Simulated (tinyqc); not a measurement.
Two electrons on one impurity (helium-like model): sweeps and comparisons. A value that a table varies takes the place of the one given here.

Units Ha* = 2 Ry m/eps^2 and a* = a0 eps/m. One electron is bound by Z^2/2. Two electrons in the singlet built from exp(-a r) and exp(-b r): S = 8 (ab)^(3/2)/(a + b)^3, h_aa = a^2/2 - Z a, h_bb alike, h_ab = S (ab/2 - Z (a + b)/2), J = ab (a^2 + 3ab + b^2)/(a + b)^3, K = 20 (ab)^3/(a + b)^5, E = (h_aa + h_bb + 2 S h_ab + J + K)/(1 + S^2). For a = b this is a^2 - 2 Z a + 5a/8. Real double donors are deeper, since the central cell is left out.

Constants: e^2/(4 pi eps0) = 14.39964547 eV angstrom.

Inputs chosen for the exercise (near those of impurities in Si; the results hold for these values, not for the real material): m = 0.308 m0 (one mean mass); eps = 12 (dielectric constant); Zs = (0.97, 1.07, 1.16, 1.5, 2.11, 2.45, 3.36) (charges); a_lat = 5.431 angstrom (lattice constant); Eg = 1.175 eV (gap); ED = 46.6 meV (donor binding); EA = 46.7 meV (acceptor binding); W0 = 0.44 x 1e7/s (rate at zero distance); kind = opposite (sublattices of donor and acceptor); shells = (34, 104, 121, 125, 212, 305, 381) (shell numbers).

## Effective charge

Ha* = 58.2021 meV

Binding of the first electron, of the second (-E - Z^2/2) with equal and with unequal orbitals, and U, the first less the second (unequal).

Results (meV):
```
Z     first  second, equal  second, unequal   a/b      U  U/(Z Ha*)
0.97   27.4          -2.22             0.25  4.09   27.1      0.481
1.07   33.3           0.08             2.27  3.13   31.0      0.499
1.16   39.2           2.65             4.69  2.76   34.5      0.510
1.50   65.5          16.60            18.38  2.16   47.1      0.539
2.11  129.6          58.49            60.10  1.79   69.5      0.566
2.45  174.7          91.24            92.81  1.69   81.9      0.574
3.36  328.5         212.00           213.50  1.54  115.0      0.588
```

Equal orbitals bind a second electron only above Z = (5/16)/(1 - 1/sqrt2) = 1.067; unequal ones do so in 7 of the 7 rows. Their gain is 2.47 meV in the first row and 1.50 in the last, while the second binding grows to 213 meV, so the gain decides the matter only near Z = 1. U grows almost linearly with Z: U/(Z Ha*) goes from 0.481 to 0.588, towards 5/8, while the first binding grows as Z^2. Angular correlation is left out: at Z = 1 this function binds the second electron by 0.0133 Ha*, half the exact 0.0278.

## Pair lines (donor-acceptor pair recombination)

h nu = Eg - ED - EA + q/(eps R), q = e^2/(4 pi eps0); shell j lies at R = a_lat sqrt(j/2) for the same sublattice and a_lat sqrt(j/2 - 5/16) for opposite ones (on the same sublattice shells 14, 30, 46, 56, 62, ... are empty, where 2j has the form 4^a (8b + 7)); rate W = W0 exp(-2R/aD) with the donor radius aD = q/(2 eps ED). Polarisation and overlap terms, which matter for close pairs, are left out.

Energy, rate and lifetime for each shell.

Lines:
```
shell  R (angstrom)  Coulomb (meV)  h nu (eV)  step to the next shell (meV)  1/W (microsecond)
34            22.19           54.1     1.1358                          0.79               7.13
104           39.05           30.7     1.1124                          0.15               97.9
121           42.13           28.5     1.1102                          0.12                158
125           42.83           28.0     1.1097                          0.11                176
212           55.83           21.5     1.1032                         0.051           1.33e+03
305           67.00           17.9     1.0996                         0.029           7.52e+03
381           74.90           16.0     1.0977                         0.021           2.57e+04
```

limit for distant pairs = 1.0817 eV
aD = 12.9 angstrom

The lines crowd together, on average as R^-3: the step falls from 0.79 to 0.021 meV, so distant pairs merge into a band. Close pairs emit higher and 3.6e+03 times faster over this table, so the band shifts to lower energy with delay and to higher energy with stronger pumping. All these lines lie below Eg, and R/aD runs from 1.7 up.

Program tinyqc; command `OMP_NUM_THREADS=1 python tinyqc.py 1252661 1252662 out.jsonl`; about 0.02 s on one thread of a shared Intel(R) Xeon(R) Processor @ 2.30GHz.
